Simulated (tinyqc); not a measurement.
Schottky barrier with interface states (Cowley-Sze model), image lowering and contact resistance: one step, computed by the program tinyqc. Command: `OMP_NUM_THREADS=1 python tinyqc.py 3000837 3000838 out.jsonl pinning walk`. One thread of a shared host (Intel(R) Xeon(R) Processor @ 2.30GHz), about 0.01 s of CPU time with the checks.

An n-type semiconductor under a metal. The barrier lies between the Schottky-Mott limit phi_M - chi and the Bardeen limit E_g - E_n, E_n being the neutrality level of the interface states; the space-charge term of the full Cowley-Sze expression is left out.

Problem. Thermionic current. A* = 4 pi e m_e M_c k_B^2/h^3 (a simple valley count); J_s = A* T^2 exp(-phi/k_B T). J_0 uses phi_B; the reverse current uses phi_B less the image lowering, times 1 - exp(-V_r/k_B T).

Inputs (values chosen for the exercise, with gap, mass and screening modelled on GaSb):

| quantity | value | unit |
|---|---|---|
| electron mass m_e | 0.0405 | m_0 |
| valleys M_c | 1 | - |
| temperature T | 300 | K |
| reverse bias V_r | 3.2 | V |

Pinning factor from: interface states.

barrier phi_B = 0.4033502 eV

image lowering = 0.02925981 eV

Constants: e = 1.602176634e-19 C; m_0 = 9.1093837015e-31 kg; k_B = 1.380649e-23 J/K; h = 6.62607015e-34 J s; k_B = 8.617333262e-05 eV/K.

Give: Richardson constant A*; J_0; thermionic reverse current.

Solution.

Richardson constant A* = 4.867 A cm^-2 K^-2

J_0 = 0.07337 A/cm^2

thermionic reverse current = 0.2275 A/cm^2

Image lowering raises the reverse current by a factor 3.10.
